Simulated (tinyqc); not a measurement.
Comparisons within one model: band folding and unfolding in a supercell of a chain. A value that a table varies takes the place of the one given here.

A chain with hopping -t and n = 6 sites a supercell. H(K) has v_j on the diagonal, -t between neighbours and -t exp(2 pi i K) on the bond that closes the cell (from the last site to the first of the next cell). The point K holds the n wave vectors k_m = (K + m)/n of the primitive zone, in 2 pi/a, m = 0 to n - 1, with E0 = -2t cos(2 pi k_m). The unfolding weight of a state c on k_m is |sum_j c_j exp(-2 pi i k_m j)|^2/n, j = 0 to n - 1.

Values chosen for the exercise: t = 1.86 eV (hopping); v = (-1.38, 1.38, -1.38, 1.38, 1.38, 1.38) eV (site energies in the supercell); Kq = 0.19 2 pi/(n a) (wave vector in the small zone).

## Minigaps against first-order theory

Gap i lies between minibands i and i + 1, at K = 1/2 for odd i and K = 0 for even i, where k = +/- i/(2n) are degenerate; first order gives 2|V_i|, the Fourier component V_q = (1/n) sum_j v_j exp(-2 pi i q j/n) for q equal to the number of the gap. Computed for the potential at full and at half strength.

Gaps (eV):
```
i  E0 at the crossing  2|V_i|     gap  gap at half strength
1             -3.2216  0.9200  0.7328                0.4376
2             -1.8600  0.9200  1.4923                0.6120
3              0.0000  1.8400  1.5588                0.8827
4              1.8600  0.9200  0.4307                0.3199
5              3.2216  0.9200  0.8260                0.4451
```

Halving the potential about halves gap 5, the scaling of first order; where the ratio is further from 2, higher orders count. The largest miss of first order is 572 meV, at i = 2; the potential spans 1.48 t.

## From folded lines to real minibands

The potential is scaled by x. For the lowest level at K: energy, second-order estimate E0(k_0) + x V_0 - x^2 sum_m |V_m|^2/(E0(k_m) - E0(k_0)), weight on k_0, and width of the lowest miniband between K = 0 and 1/2.

Lowest level:
```
x      E (eV)  second order (eV)  weight on k_0  miniband width (eV)
0.00  -3.6466            -3.6466          1.000               0.4984
0.25  -3.5608            -3.5603          0.987               0.3916
0.50  -3.5336            -3.5313          0.952               0.3029
1.00  -3.6373            -3.6454          0.855               0.1780
1.50  -3.9055            -3.9890          0.764               0.1058
2.00  -4.2882            -4.5619          0.692               0.0651
3.00  -5.2652            -6.3961          0.593               0.0279
4.00  -6.4009            -9.1479          0.533               0.0138
```

Second order is -8.1 meV off at x = 1 and -1131 meV at x = 3. The weight on the parent k falls to 0.86 at x = 1 and 0.53 at x = 4, and the miniband narrows from 0.498 to 0.014 eV as the state gathers on the low sites. While the weight stays near one the primitive band is still the right picture and the folded copies carry little spectral weight.

## What each change does

The two lowest levels at K and the weight of the lowest on k_0. Each row changes one parameter from the base and keeps the others.

Results:
```
case                                             level 1 (eV)  level 2 (eV)  weight
base                                                  -3.6373       -2.4664  0.8552
t = 2.046 eV                                          -3.9650       -2.6606  0.8732
v = (1.38, -1.38, 1.38, -1.38, -1.38, -1.38) eV       -4.4718       -3.0805  0.8653
Kq = 0.405 2 pi/(n a)                                 -3.5257       -2.7319  0.6660
```

The largest shifts from the base row, up to three for each result and ties (the steps differ in size, so this ranks the rows, not the parameters). level 1 (eV): v -0.8344, t -0.3277, Kq +0.1116. level 2 (eV): v -0.6141, Kq -0.2655, t -0.1942. weight: Kq -0.1891, t +0.0181, v +0.0101.

Computed by tinyqc, a small Python program: `OMP_NUM_THREADS=1 python tinyqc.py 1452016 1452017 out.jsonl` (the numbers bound the seed that draws the inputs); one thread of a shared host (Intel(R) Xeon(R) Processor @ 2.30GHz), about 0.01 s for the whole set of steps.
